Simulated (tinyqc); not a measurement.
From results back to parameters: armchair graphene nanoribbon in tight binding. Three cases, with inputs chosen for the exercise.

Problem. For an armchair ribbon without edge correction the gap is 2t times the smallest |1 + 2 cos(p pi/(N + 1))|, p = 1 to N. The gap below belongs to a hidden N between 3 and 40.

Find: N; family.

Case 1.

Values chosen (out of a larger set: near those used for graphene; not measured data): t = 2.7 eV (hopping).

gap = 0.28547 eV

Solution.

N = 33

family: 3p

Near c = -1/2 the gap is about 2 pi t/(sqrt3 (N + 1)), which gives N + 1 = 34.3; the exact formula gives 0.00000, 0.28547 and 0.28222 eV for N = 32, 33 and 34.

Case 2.

Values chosen (out of a larger set: near those used for graphene; not measured data): t = 2.98 eV (hopping).

gap = 0.42706 eV

Solution.

N = 24

family: 3p

Near c = -1/2 the gap is about 2 pi t/(sqrt3 (N + 1)), which gives N + 1 = 25.3; the exact formula gives 0.00000, 0.42706 and 0.42050 eV for N = 23, 24 and 25.

Case 3.

Values chosen (out of a larger set: near those used for graphene; not measured data): t = 2.74 eV (hopping).

gap = 0.39266 eV

Solution.

N = 24

family: 3p

Near c = -1/2 the gap is about 2 pi t/(sqrt3 (N + 1)), which gives N + 1 = 25.3; the exact formula gives 0.00000, 0.39266 and 0.38663 eV for N = 23, 24 and 25.

Computed by tinyqc, one run a case: `OMP_NUM_THREADS=1 python tinyqc.py N N+1 out.jsonl` with N = 1451875, 1451885, 1451889; one thread of a shared Intel(R) Xeon(R) Processor @ 2.30GHz, about 0.04 s a run at most.
